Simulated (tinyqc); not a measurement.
Hall effect and magnetoresistance of several carrier groups with constant relaxation times. Which input was changed? Computed by tinyqc, a small Python program. Command: `OMP_NUM_THREADS=1 python tinyqc.py 3013367 3013368 out.jsonl hall2 which`. One thread of a shared host (Intel(R) Xeon(R) Processor @ 2.30GHz), about 0.06 s of CPU time with the checks.

Group 1 has charge -e and group 2 charge -e; s_i is that sign. B lies along z; mu B is formed with mu in m^2/(V s).

Inputs (values chosen for the exercise, for a model conductor):

| quantity | value | unit |
|---|---|---|
| density n1 | 1.3e+16 | 1/cm^3 |
| mobility mu1 | 3100 | cm^2/(V s) |
| density n2 | 5.5e+17 | 1/cm^3 |
| mobility mu2 | 910 | cm^2/(V s) |
| magnetic field B | 0.092 | T |

Carriers: two electron groups. Densities: per volume.

Constants: e = 1.602176634e-19 C.

Method. sigma_xx = sum n_i e mu_i/(1 + mu_i^2 B^2); sigma_xy = sum s_i n_i e mu_i^2 B/(1 + mu_i^2 B^2). rho_xx = sigma_xx/(sigma_xx^2 + sigma_xy^2); Hall coefficient R_H = sigma_xy/(B (sigma_xx^2 + sigma_xy^2)), with B in V s/cm^2 (1 T = 1e-4 V s/cm^2); magnetoresistance MR = rho_xx(B)/rho_xx(0) - 1. Apparent density 1/(e |R_H|); Hall mobility |R_H|/rho_xx.

Task: One of these inputs alone was changed, within the range given: mobility mu1 (1550 to 6200); density n2 (2.75e+17 to 1.1e+18); mobility mu2 (455 to 1820); magnetic field B (0.046 to 0.184). Which one, and to what value?

Results:

| run | magnetoresistance MR (%) | rho_xx (ohm cm) | apparent density (1/cm^3) |
|---|---|---|---|
| before | 0.002797582 | 0.01154157 | 5.039535e+17 |
| after | 0.001778827 | 0.00920186 | 5.319130e+17 |

Result:

Each candidate set to reproduce magnetoresistance MR, and what it then gives:

| candidate | range searched | value needed | rho_xx (ohm cm) | apparent density (1/cm^3) |
|---|---|---|---|---|
| mobility mu1 (cm^2/(V s)) | 1550 to 6200 | 2749 | 0.011640 | 5.1936e+17 |
| density n2 (1/cm^3) | 2.75e+17 to 1.1e+18 | 9.192e17 | 0.007119 | 8.6753e+17 |
| mobility mu2 (cm^2/(V s)) | 455 to 1820 | 1160 | 0.009202 | 5.3191e+17 |
| magnetic field B (T) | 0.046 to 0.184 | 0.07335 | 0.011541 | 5.0394e+17 |

Only mobility mu2 fits every result: it went from 910 to 1160 cm^2/(V s). The next best candidate, magnetic field B, misses one result by 25 %.
